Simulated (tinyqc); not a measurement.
One rectangular barrier with mass mismatch, transfer matrices: two steps of the calculation.

One electron of energy E comes from the left lead (band edge 0); no transverse momentum. Parabolic bands, masses in units of m0, C = hbar^2/(2 m0); psi and psi'/m are continuous at every interface. The right lead equals the left one.

Values chosen for this exercise; masses and offsets of a made-up heterostructure: barrier height U1 = 1.3 eV; barrier mass m1 = 0.13 m0; barrier width d1 = 2 nm; electron energy E = 0.624 eV.

Constants: q = 1.602176634e-19 C, hbar = 1.054571817e-34 J s, m0 = 9.1093837015e-31 kg, hbar^2/(2 m0) = 0.0380998212 eV nm^2. Results are converted to the units shown.

Task 1. Matrices of the layers. For the pair (psi, psi'/m) a flat layer has M = [[cos kd, (m/k) sin kd], [-(k/m) sin kd, cos kd]] with k = sqrt(m (E - U)/C) above its edge U, and M = [[cosh Kd, (m/K) sinh Kd], [(K/m) sinh Kd, cosh Kd]] with K = sqrt(m (U - E)/C) below it. M12 is in nm, M21 in 1/nm.

Find: M of layer 1.

Result 1.

M of layer 1:
```
       1       2
1  10.45  0.8904
2  121.5   10.45
```

Task 2. Transmission and reflection. The matrix M carries (psi, psi'/m) across the stack, and v = k/m in each lead. psi = 1 + r at the left edge (incident amplitude 1) and t at the right edge. With det M = 1, a = i vR M11 - M21 and b = -vL vR M12 - i vL M22: t = 2 i vL/(a - b), r = -(a + b)/(a - b), T(E) = (vR/vL) |t|^2, R(E) = |r|^2.

M of layer 1:
```
           1           2
1  10.450301  0.89041213
2  121.52664   10.450301
```

vL = 21.632006 1/nm
vR = 21.632006 1/nm

Wanted: t; r; T(E); R(E).

Result 2.

t = 0.067099+0.043801i
r = 0.54487-0.83469i
T(E) = 0.0064208
R(E) = 0.99358

T(E) + R(E) = 1: the current is conserved.

Range of the model: Masses are held fixed, although real bands cease to be parabolic a few tenths of an eV from their edges (inside a barrier too).

Numbers from tinyqc (`OMP_NUM_THREADS=1 python tinyqc.py 2560001 2560002 out.jsonl`; about 0.01 s on one thread of a shared Intel Xeon 2.30GHz).
